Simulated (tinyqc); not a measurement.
# Changing the time step dt

Model: finite-difference solution of the diffusion equation on a small grid. Computed by tinyqc, a small Python program. Command: `OMP_NUM_THREADS=1 python tinyqc.py 3021640 3021641 out.jsonl fdiff sweep`. One thread of a shared host (Intel(R) Xeon(R) Processor @ 2.30GHz), about 0.01 s of CPU time with the checks.

dC/dt = D d2C/dx2 on nodes x_j = j dx, j = 0..11; the far end is sealed.

Inputs (values chosen for the exercise): diffusivity D = 0.99 nm^2/s; grid spacing dx = 10 nm; final time t_f = 140 s.

Boundary at x = 0: sealed surface. Scheme: explicit.

start values C_j, j = 0, 1, ... (% of a reference): [32.3, 79.9, 100, 78.9, 32.6, 3.54, 0, 0, 0, 0, 0, 0]

Method:
- The operator M acts as (M C)_j = C_(j-1) - 2 C_j + C_(j+1); at the sealed far end a mirror node gives 2 C_(N-2) - 2 C_(N-1); at j = 0, a mirror node gives 2 C_1 - 2 C_0.
- r = D dt/dx^2.
- With r = D dt/dx^2: (1 - theta r M) C(new) = (1 + (1 - theta) r M) C(old); theta = 0 explicit, 1 implicit, 1/2 Crank-Nicolson.
- The run takes n = round(t_f/dt) steps of length t_f/n.
- The dose is the trapezoidal sum of C dx; the error is the largest difference from exp(M D t/dx^2) C(0), the exact time evolution on the same grid.

One run for each value:
```
time step dt (s),largest error at t_f (%),mesh ratio r,final C_6 (%),final dose (% nm)
0.547,0.0407,0.00541,9.472,3110.9
1.094,0.0815,0.01083,9.482,3110.9
2.188,0.1629,0.02166,9.502,3110.9
4.375,0.3254,0.04331,9.543,3110.9
8.750,0.6489,0.08662,9.627,3110.9
17.500,1.2865,0.17325,9.810,3110.9
35.000,2.4216,0.34650,10.250,3110.9
```

Describe and explain the trends.

Over the rows, largest error at t_f (%) rises from 0.0407 to 2.42 (exponent d ln y / d ln x 1.00 between the first rows and 0.91 between the last). At the low end the exponent of largest error at t_f is 1.00, close to 1: first order in the step.

Extremes, crossings and ranges named in words are read from the listed rows.
